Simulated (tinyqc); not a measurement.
Resistance of a source-drain extension with a graded tip: two steps of the calculation.

y runs along the channel, the gate covers y > 0. The doping is N0 for y < y0 and N0 10^(-(y - y0)/la) beyond, uniform over the depth xj. Sheet conductance s(y) = q mu(N) max(N - Nch, 0) xj + (for y > 0) ma Cox Vo, with mu(N) = u0 + (u1 - u0)/(1 + (N/Nr)^au) and Cox = eps0 eox/tox. Current is taken as one-dimensional; depletion of the tip, spreading and the contact are left out. The metallurgical junction lies at yj, where N = Nch.

Inputs (values chosen for the exercise); mobility law close to that of electrons in silicon: relative permittivity of the gate insulator (close to silicon dioxide) eox = 3.9; insulator thickness tox = 2.9 nm; active doping of the extension far from the gate N0 = 2.4e20 cm^-3; lateral abruptness la = 3.5 nm/decade; position under the gate where the fall begins (gate edge at 0) y0 = -0.1 nm; depth of the extension xj = 14 nm; channel doping Nch = 6.4e17 cm^-3; gate overdrive Vo = 0.89 V; mobility of the gate-induced layer ma = 230 cm^2/(V s); mobility at low doping u1 = 1414 cm^2/(V s); mobility at high doping u0 = 68.5 cm^2/(V s); reference doping Nr = 9.2e16 cm^-3; exponent au = 0.711; gate length Lg = 60 nm.

Constants: q = 1.602176634e-19 C, eps0 = 8.8541878128e-14 F/cm where lengths are in cm. Results are converted to the units shown.

Task 1. Sheet resistances and junction position. yj = y0 + la log10(N0/Nch); sheet resistance of the full extension 1/[q mu(N0)(N0 - Nch) xj] and of the gate-induced layer 1/(ma Cox Vo); metallurgical length Lg - 2 yj; ye is where the doped and the gate-induced conductances are equal.

Wanted: yj; sheet resistance of the extension; sheet resistance of the induced layer; metallurgical length; ye; N at ye.

Result 1.

yj = 8.909 nm
sheet resistance of the extension = 253.4 ohm/square
sheet resistance of the induced layer = 4103 ohm/square
metallurgical length = 42.18 nm
ye = 4.710 nm
N at ye = 1.014e19 cm^-3

The gate takes over 4.20 nm before the junction, where N is still 15.8 times the channel doping.

Task 2. Resistance of the overlapped part. Midpoint rule on 8 equal steps from 0 to yj: R_ov = sum h/s(y), per width.

Give: y; N; doped conductance; sheet resistance; R_ov.

Result 2.

```
point   y (nm)  N (cm^-3)  doped conductance (uS)  sheet resistance (ohm/square)
0      0.55682  1.5579e20                  2619.8                         349.22
1       1.6705  7.4880e19                  1330.0                         635.41
2       2.7841  3.5990e19                  694.07                         1066.3
3       3.8977  1.7298e19                  374.53                         1617.4
4       5.0114  8.3142e18                  208.42                         2211.6
5       6.1250  3.9961e18                  116.47                         2776.1
6       7.2387  1.9207e18                  59.626                         3296.3
7       8.3523  9.2315e17                  18.239                         3817.0
```

R_ov = 17.561 ohm um

Computed by the program tinyqc: `OMP_NUM_THREADS=1 python tinyqc.py 2282149 2282150 out.jsonl`, one thread of a shared Intel Xeon 2.30GHz, about 0.03 s for the whole run.
